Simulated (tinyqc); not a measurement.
Pariser-Parr-Pople SCF with singles CI, for the molecule O=CC1=CC(=O)N=CC1=O (SMILES; centres numbered as the heavy atoms are written), step by step. One step of it, computed by the program tinyqc.

Question. Singles CI, triplets. Over the 9 single excitations with the smallest orbital gaps: A = (e_a - e_i) delta - (ij|ab), with (pq|rs) = sum c_mp c_mq gamma_mn c_nr c_ns.

orbital energies (eV): [-16.916464, -15.308691, -14.769592, -13.605602, -12.595037, -5.217128, -3.088111, -1.052864, -0.305402, 1.288551]

coefficients, order 1O, 2C, 3C, 4C, 5C, 6O, 7N, 8C, 9C, 10O:
```
[[0.117059, -0.292241, 0.494764, 0.473359, 0.410568, 0.149155, 0.303379, 0.248927, -0.268351, 0.123301],
 [0.159278, -0.257137, 0.376841, 0.215263, 0.090055, -0.117072, -0.382471, -0.439536, 0.519677, -0.298007],
 [0.368329, -0.310492, 0.266188, -0.207910, -0.426296, -0.282403, -0.349256, 0.098609, -0.299856, 0.413219],
 [0.304662, -0.036278, 0.269456, -0.291338, -0.403100, 0.437292, 0.450742, -0.227291, -0.086766, -0.363743],
 [0.335769, 0.354433, 0.159721, -0.153180, 0.093444, 0.303574, 0.011353, 0.278394, 0.574887, 0.451270],
 [0.258575, 0.427400, 0.245274, -0.413110, 0.511772, -0.357393, -0.017477, -0.145380, -0.279550, -0.174412],
 [0.433684, 0.407928, -0.174473, 0.484483, -0.143321, 0.220665, -0.389139, 0.130206, -0.262679, -0.271535],
 [0.341216, 0.124302, -0.247458, 0.354173, -0.105571, -0.381559, 0.471031, -0.448088, 0.068604, 0.312017],
 [0.379677, -0.307444, -0.276812, -0.086077, 0.044658, -0.346688, 0.197834, 0.538005, 0.250700, -0.404554],
 [0.322764, -0.407534, -0.464506, -0.199483, 0.418071, 0.398385, -0.153807, -0.278628, -0.123617, 0.155291]]
```

repulsion gamma_rs (eV), order 1O, 2C, 3C, 4C, 5C, 6O, 7N, 8C, 9C, 10O:
```
[[14.510000, 7.830255, 5.328465, 3.700798, 2.883329, 2.329288, 2.790765, 3.297908, 4.731423, 5.495996],
 [7.830255, 9.630000, 7.028991, 5.054808, 3.604825, 2.883329, 3.273359, 3.604695, 5.054663, 4.731839],
 [5.328465, 7.028991, 9.630000, 7.029989, 5.054808, 3.700798, 4.659377, 5.054663, 7.030170, 5.329276],
 [3.700798, 5.054808, 7.029989, 9.630000, 7.028991, 5.328465, 5.225062, 4.535712, 5.054124, 3.700629],
 [2.883329, 3.604825, 5.054808, 7.028991, 9.630000, 7.830255, 7.511759, 5.054124, 4.536020, 3.298182],
 [2.329288, 2.883329, 3.700798, 5.328465, 7.830255, 14.510000, 5.432387, 3.700629, 3.298182, 2.532241],
 [2.790765, 3.273359, 4.659377, 5.225062, 7.511759, 5.432387, 12.360000, 7.511538, 5.225223, 3.734814],
 [3.297908, 3.604695, 5.054663, 4.535712, 5.054124, 3.700629, 7.511538, 9.630000, 7.028991, 5.328465],
 [4.731423, 5.054663, 7.030170, 5.054124, 4.536020, 3.298182, 5.225223, 7.028991, 9.630000, 7.830255],
 [5.495996, 4.731839, 5.329276, 3.700629, 3.298182, 2.532241, 3.734814, 5.328465, 7.830255, 14.510000]]
```

Give: triplet CI matrix; triplet excitation energies.

Answer.

triplet CI matrix (eV), order 5>6, 4>6, 5>7, 3>6, 2>6, 4>7, 5>8, 3>7, 1>6:
```
[[1.802, 0.289, -0.344, 0.504, -0.133, -0.548, 0.227, -0.133, 0.107],
 [0.289, 3.009, -0.548, 0.436, -0.368, 0.094, 0.233, -0.212, 0.182],
 [-0.344, -0.548, 4.256, -0.133, -0.331, -0.394, -0.203, 0.241, 0.201],
 [0.504, 0.436, -0.133, 4.204, -0.428, -0.212, -0.588, -0.109, 0.241],
 [-0.133, -0.368, -0.331, -0.428, 4.430, 0.544, -0.388, 0.360, 0.019],
 [-0.548, 0.094, -0.394, -0.212, 0.544, 5.009, -0.521, 0.097, 0.467],
 [0.227, 0.233, -0.203, -0.588, -0.388, -0.521, 6.254, -0.135, 0.029],
 [-0.133, -0.212, 0.241, -0.109, 0.360, 0.097, -0.135, 6.216, -0.735],
 [0.107, 0.182, 0.201, 0.241, 0.019, 0.467, 0.029, -0.735, 5.828]]
```

triplet excitation energies (eV): [1.547, 2.618, 3.419, 4.134, 4.752, 5.219, 5.676, 6.691, 6.952]
